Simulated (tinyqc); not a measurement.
Frequency dispersion of an accumulation capacitance by border traps, distributed model: one step of the calculation.

Traps spread evenly through the insulator exchange electrons with the semiconductor by tunnelling, with tau(x) = t0 exp(2 ka x) at depth x from the interface. The admittance per area Y seen at depth x obeys dY/dx = -Y^2/(i w eps0 eox) + q Nb ln(1 + i w tau)/tau, with Y(0) = i w Cs and w = 2 pi f; the gate sees Y(tox) = G + i w C. Working variable y = Y/(i w), in uF/cm^2. Cox = eps0 eox/tox.

Question. Capacitance and conductance at the gate. Beyond xe the traps are ignored, so 1/y(tox) = 1/y(xe) + (tox - xe)/(eps0 eox); C = Re y, G/w = -Im y, loss tangent G/(w C).

Parameters, values chosen for the exercise; permittivity close to that of silicon dioxide:
```
symbol  value  unit                                  meaning
eox      4.09         relative permittivity of the insulator
tox       5.9    nm                      insulator thickness
xe       0.88    nm  depth down to which the steps are taken
```

Constants: eps0 = 8.8541878128e-14 F/cm where lengths are in cm. Results are converted to the units shown.

y at xe = 1.7813372-0.0359532i uF/cm^2

Find: y at the gate; C; G/w; loss tangent.

Answer.

y at the gate = 0.5135-0.0030i uF/cm^2
C = 0.5135 uF/cm^2
G/w = 0.002986 uF/cm^2
loss tangent = 0.005816

Computed by the program tinyqc: `OMP_NUM_THREADS=1 python tinyqc.py 2202195 2202196 out.jsonl`, one thread of a shared Intel Xeon 2.30GHz, about 0.5 s for the whole run.
